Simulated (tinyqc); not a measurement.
Worked calculation: BCS gap equation with a constant attraction inside the Debye window. Computed by tinyqc, a small Python program that keeps every step. Command: `OMP_NUM_THREADS=1 python tinyqc.py 3024404 3024405 out.jsonl bcs walk`. One thread of a shared host (Intel(R) Xeon(R) Processor @ 2.30GHz), about 0.01 s of CPU time with the checks. Intermediate numbers are printed to about 6 digits and carried at full precision; extremes and crossings named in words are read from the listed rows.

Pairs attract with strength V for |xi| < k_B Theta; N(0) is the density of states for one spin. Energies are given as temperatures (E/k_B, in K) unless marked.

Inputs (values chosen for the exercise, modelled on tantalum):
```
quantity,value,unit
coupling N(0)V,0.239,-
Debye temperature Theta,257,K
temperature T,1.95,K
Fermi velocity v_F,320000,m/s
electron density n,5.42,1e28/m^3
mean free path l,990,nm
junction resistance R_n,0.18,kilo-ohm
```

Solver: secant.

Constants: k_B = 8.617333262e-05 eV/K; hbar = 1.054571817e-34 J s; k_B = 1.380649e-23 J/K; m_0 = 9.1093837015e-31 kg; eps_0 = 8.8541878128e-12 F/m; c = 299792458 m/s; e = 1.602176634e-19 C; h = 6.62607015e-34 J s.

## Gap at zero temperature

At T = 0 the gap equation 1/(N(0)V) = int_0^Theta d xi/sqrt(xi^2 + Delta^2) has the integral arcsinh(Theta/Delta), so Delta_0 = Theta/sinh(1/(N(0)V)); weak coupling gives 2 Theta exp(-1/(N(0)V)).

Delta_0 = 7.83307 K

weak-coupling Delta_0 = 7.83126 K

Delta_0 in meV = 0.675002 meV

## Critical temperature

Gap equation: 1/(N(0)V) = I(Delta, T) = int_0^Theta tanh(E/2T)/E d xi, E = sqrt(xi^2 + Delta^2); 64 Gauss-Legendre points in y with xi = max(Delta, T) sinh(y). T_c solves I(0, T_c) = 1/(N(0)V); the weak-coupling form is T_c = (2 e^C/pi) Theta exp(-1/(N(0)V)) with Euler's C = 0.5772157, and 2 Delta_0/T_c then tends to 2 pi e^-C = 3.528.

T_c = 4.43980 K

weak-coupling T_c = 4.43980 K

2 Delta_0/T_c = 3.52857

T_c/Theta = 0.0173; the ratio lies +0.02 % from 3.528, so the universal weak-coupling laws hold.

## One evaluation of the gap equation

Take Delta = Delta_0 as the trial; the fixed-point update is Delta(new) = N(0)V Delta I(Delta, T).

I(Delta_0, T) = 4.16248

updated Delta = 7.79260 K

## Gap at temperature T

Residual r = N(0)V I - 1, with Delta_0 = Theta/sinh(1/(N(0)V)). Secant steps in Delta^2, from Delta_0 and 0.9 Delta_0, with Delta^2 kept at or above 1e-6 K^2. Stop when |r| < 1e-9 or after 40 steps.

Iterations:
```
step,Delta (K),residual r
1,7.65847,-3.20289e-04
2,7.64772,-1.95952e-05
3,7.64702,2.35669e-08
4,7.64702,-1.73228e-12
```

converged (1 yes, 0 no) = 1

Delta(T) = 7.64702 K

Converged in 4 steps: Delta(T)/Delta_0 = 0.9762 at T/T_c = 0.439.

## Lengths and fields

xi_0 = hbar v_F/(pi Delta_0); lambda_L = sqrt(m_0 eps_0 c^2/(n e^2)); N(0) = 3 n/(2 m_0 v_F^2) for one spin; condensation energy N(0) Delta_0^2/2 = B_c^2/(2 mu_0), mu_0 = 1/(eps_0 c^2); with scattering lambda = lambda_L sqrt(1 + xi_0/l) in the local limit (where xi_0 and l both exceed lambda, nonlocal response makes the true depth larger); Ginzburg-Landau kappa = 0.96 lambda_L/xi_0 + 0.72 lambda_L/l. Free-electron mass throughout; heavier carriers, as in niobium or vanadium, give a larger lambda_L and kappa and can make the metal type II.

coherence length xi_0 = 99.3255 nm

London depth lambda_L = 22.8260 nm

critical field B_c(0) = 113.180 mT

depth with scattering = 23.9437 nm

Ginzburg-Landau kappa = 0.237218

Kappa lies below 1/sqrt(2): type I, and the sample is clean, l well above xi_0.

## A tunnel junction of this metal

Ambegaokar-Baratoff: I_c R_n = (pi Delta/(2e)) tanh(Delta/2T); Josephson energy E_J = hbar I_c/(2e), given as E_J/h; inductance hbar/(2 e I_c); thermal quasiparticle fraction x = n_qp/(2 N(0) Delta) = sqrt(2 pi T/Delta) exp(-Delta/T), valid for T well below Delta.

I_c R_n = 994.891 microvolt

critical current I_c = 5527.17 nA

E_J/h = 2745.26 GHz

Josephson inductance = 0.0595433 nH

quasiparticle fraction x = 0.0250758

## Gap and superfluid density against temperature

Interpolation tanh(1.74 sqrt(T_c/T - 1)); near T_c, 1.74 sqrt(1 - T/T_c). Clean-limit superfluid fraction 1 - (1/2T) int_0^(40 T) cosh^-2(E/2T) d xi (64 points); two-fluid rule 1 - (T/T_c)^4.

Reduced quantities:
```
T/T_c,Delta/Delta_0,tanh form,square-root form,superfluid fraction,two-fluid rule
0.10,1.000000,0.999942,1.65071,1.000000,0.999900
0.20,0.999877,0.998104,1.55630,0.998855,0.998400
0.30,0.997127,0.990221,1.45579,0.981783,0.991900
0.40,0.985044,0.972207,1.34780,0.927989,0.974400
0.50,0.956906,0.940227,1.23037,0.834157,0.937500
0.60,0.907029,0.889746,1.10047,0.706834,0.870400
0.70,0.828817,0.814110,0.95304,0.553895,0.759900
0.80,0.711097,0.701374,0.77815,0.381949,0.590400
0.90,0.526393,0.522665,0.55024,0.196059,0.343900
0.95,0.380358,0.379250,0.38908,0.099106,0.185494
0.98,0.243611,0.243575,0.24607,0.039879,0.077632
```

The tanh form misses the gap by at most about 0.017 (at T/T_c = 0.6); the square-root form is within 3 % only from T/T_c = 0.95. The gap keeps 99 % of Delta_0 up to T/T_c = 0.3, since quasiparticles are exponentially few. The two-fluid rule exceeds the BCS superfluid fraction most, by 0.21, at T/T_c = 0.8.

Checks made by the program: weak-coupling T_c, allowing for terms of order exp(-Theta/T_c) (relative difference below 1e-10).
